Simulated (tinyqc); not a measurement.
Worked calculation: Raman shift of the zone-centre optical phonon of a diamond-structure crystal under stress. Computed by tinyqc, a small Python program that keeps every step. Command: `OMP_NUM_THREADS=1 python tinyqc.py 3014816 3014817 out.jsonl ramanstress walk`. One thread of a shared host (Intel(R) Xeon(R) Processor @ 2.30GHz), about 0.01 s of CPU time with the checks. Intermediate numbers are printed to about 5 digits and carried at full precision; extremes and crossings named in words are read from the listed rows.

Axes x, y, z are the cube axes. Strain shifts the threefold optical mode and can split it; p, q and r are the phonon deformation potentials.

Inputs (values chosen for the exercise, modelled on silicon):
```
quantity,value,unit
unstrained frequency omega_0,519.8,1/cm
p/omega_0^2,-1.92,-
q/omega_0^2,-2.38,-
r/omega_0^2,-0.725,-
C11,165.3,GPa
C12,63.9,GPa
C44,80.03,GPa
stress sigma (tension positive),1.2,GPa
polarisation angle phi,75,degree
temperature coefficient d omega/dT,-0.021,1/(cm K)
local temperature T,360,K
laser wavelength,364,nm
```

Stress state: biaxial. Axis: [001].

Constants: h = 6.62607015e-34 J s; c = 299792458 m/s; k_B = 1.380649e-23 J/K.

## Compliances

S11 = (C11 + C12)/D, S12 = -C12/D, D = (C11 - C12)(C11 + 2 C12), S44 = 1/C44.

S11 = 7.7119 1/TPa

S12 = -2.1500 1/TPa

S44 = 12.495 1/TPa

## Stress and strain tensors

Equal biaxial stress in the plane normal to the axis (unit vector n): sigma_ij = sigma (delta_ij - n_i n_j). eps_xx = S11 sigma_xx + S12 (sigma_yy + sigma_zz), and cyclic; eps_xy = S44 sigma_xy/2 (tensor strain).

stress (GPa):
```
,x,y,z
x,1.2,0.0,0.0
y,0.0,1.2,0.0
z,0.0,0.0,0.0
```

strain (per mille):
```
,x,y,z
x,6.6742,0.0000,0.0000
y,0.0000,6.6742,0.0000
z,0.0000,0.0000,-5.1601
```

volume strain = 8.1883 per mille

## Secular matrix and shifts

Secular matrix: M_xx = p eps_xx + q (eps_yy + eps_zz), M_xy = 2 r eps_xy; its eigenvalues are omega^2 - omega_0^2, and the shifts are these over 2 omega_0.

M/(2 omega_0) (1/cm):
```
,x,y,z
x,-4.2671,0.0000,0.0000
y,0.0000,-4.2671,0.0000
z,0.0000,0.0000,-5.6819
```

shifts, in rising order (1/cm): [-5.6819, -4.2671, -4.2671]

The triplet splits into a singlet and a doublet. Tension softens every mode.

## Mean shift and Grueneisen parameter

gamma = -(p + 2q)/(6 omega_0^2); the mean of the three shifts is -gamma omega_0 x (volume strain).

mode Grueneisen parameter gamma = 1.1133

mean shift = -4.7387 1/cm

## The line seen from a (001) surface

Backscattering from a (001) surface: incident polarisation (cos phi, sin phi, 0). With Raman tensors (R_z)_xy = (R_z)_yx = 1 and cyclic, only the z component u_z of a mode counts: I = u_z^2 sin^2(2 phi) for parallel and u_z^2 cos^2(2 phi) for crossed polarisers. An unresolved line sits at the intensity-weighted shift, which is M_zz/(2 omega_0).

total intensity, parallel = 0.25

total intensity, crossed = 0.75

shift of the observed line = -5.6819 1/cm

shift per stress = -4.7349 1/(cm GPa)

stress per shift = -211.20 MPa cm

The z-polarised mode is an eigenmode here, so one line is seen.

## The same stress in different states

Uniaxial: sigma n n^T; biaxial: sigma (1 - n n^T); hydrostatic: sigma 1. The line seen from (001) is taken as unresolved, at the intensity-weighted shift M_zz/(2 omega_0).

Shifts (1/cm):
```
state,lowest,middle,highest,line seen from (001)
uniaxial [100],-2.8410,-2.8410,-1.4261,-2.8410
uniaxial [110],-3.5462,-2.8410,-0.7209,-2.8410
uniaxial [001],-2.8410,-2.8410,-1.4261,-1.4261
uniaxial [111],-4.2529,-1.4276,-1.4276,-2.3693
"biaxial, normal [001]",-5.6819,-4.2671,-4.2671,-5.6819
"biaxial, normal [111]",-5.6805,-5.6805,-2.8551,-4.7387
hydrostatic,-7.1080,-7.1080,-7.1080,-7.1080
```

Seen from (001), uniaxial stress along [100] and along [110] give the same shift (-2.841), and equal biaxial stress in the plane gives twice as much (-5.682), since only sigma_xx + sigma_yy and sigma_zz enter M_zz. Stress along [001] gives -1.426. One measured shift therefore fixes the stress only once its state is assumed: read as uniaxial in the plane, a shift implies twice the stress that it does read as biaxial.

## Heating mistaken for stress

A temperature above 300 K shifts the line by (d omega/dT)(T - 300 K); divided by the shift per stress it poses as a stress; the total shift adds it to the shift of the observed line. The anti-Stokes to Stokes ratio is [(omega_L + omega_0)/(omega_L - omega_0)]^3 exp(-h c omega_0/(k_B T)) in photon counts, omega_L = 1/wavelength, resonance effects left out.

thermal shift = -1.26 1/cm

apparent stress from heating = 0.26611 GPa

total shift = -6.9419 1/cm

anti-Stokes/Stokes ratio = 0.14031

Heating poses as tension, 22 % of the true stress in size; the intensity ratio gives T apart from the shift.

Checks made by the program: mean of the eigenvalues against the trace rule (relative difference below 1e-10); weighted mean of the modes against M_zz (relative difference below 1e-10).
